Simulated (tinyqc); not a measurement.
Classical Heisenberg spin chain: exact results, Metropolis, heat-bath and over-relaxation steps, and a Monte Carlo run: one step, computed by the program tinyqc.

E = -J sum_i s_i . s_(i+1) for unit vectors s_i on an open chain; K = J/(k_B T).

Task: Exact results. Each bond angle is independent, so u = <s_i . s_(i+1)> = coth K - 1/K, <s_i . s_(i+n)> = u^n, correlation length xi = -1/ln|u|, energy per bond -J u, heat capacity per bond c/k_B = 1 - K^2/sinh^2 K, and for the long chain chi = mu^2 (1 + u)/(3 k_B T (1 - u)) per spin.

Inputs (values chosen for the exercise, for a model chain of large moments): coupling J = -6.4 meV; temperature T = 50.1 K; moment mu = 6.4 mu_B.

Constants: k_B = 8.617333262e-05 eV/K; mu_B = 5.7883818060e-05 eV/T.

Give: K; u; xi; energy per bond; heat capacity; chi over the Curie value; chi.

Result:

K = -1.482

u = -0.4342

xi = 1.199 sites

energy per bond = -2.779 meV

heat capacity = 0.4961 k_B/bond

chi over the Curie value = 0.3945

chi = 0.07222 mu_B/T per spin
